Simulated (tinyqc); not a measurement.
Length of a polyene: Hueckel, PPP and singles CI along the polyenes. Computed by the program tinyqc. Hueckel uses the same beta without repulsion; CIS keeps all single excitations and so misses the low, doubly excited 2Ag state. W is the valence ionisation energy of a centre, MN the Mataga-Nishimoto formula, f the oscillator strength.

All-trans chains of carbon centres 1.40 angstrom apart:
```
parameter                               value
beta (eV), times 1 +/- alternation  -2.350000
alternation                                 0
W (eV)                              11.160000
gamma_rr (eV)                        9.700000
repulsion formula                          MN
```

Gaps and excitations (eV):
```
centres  Hueckel gap  PPP orbital gap  bright singlet (CIS)      f  lowest triplet (CIS)
2              4.700            9.692                 7.054  0.605                 2.346
4              2.905            7.302                 4.948  1.064                 1.351
6              2.092            6.083                 3.918  1.539                 0.896
10             1.338            4.825                 2.878  2.447                 0.482
12             1.133            4.455                 2.572  2.869                 0.374
14             0.983            4.175                 2.339  3.268                 0.297
```

Estimate the missing row, centres = 8.

Computed row:
```
centres  Hueckel gap  PPP orbital gap  bright singlet (CIS)      f  lowest triplet (CIS)
8              1.632            5.335                 3.298  2.003                 0.642
```

The Hueckel gap tends to 4 x alternation x |beta| = 0.00 eV for long chains (zero without alternation, falling as 1/N). Exchange opens the PPP orbital gap, and the attraction of electron and hole brings the bright state 1.84 eV below it at 14 centres; the triplet lies 2.04 eV lower still.
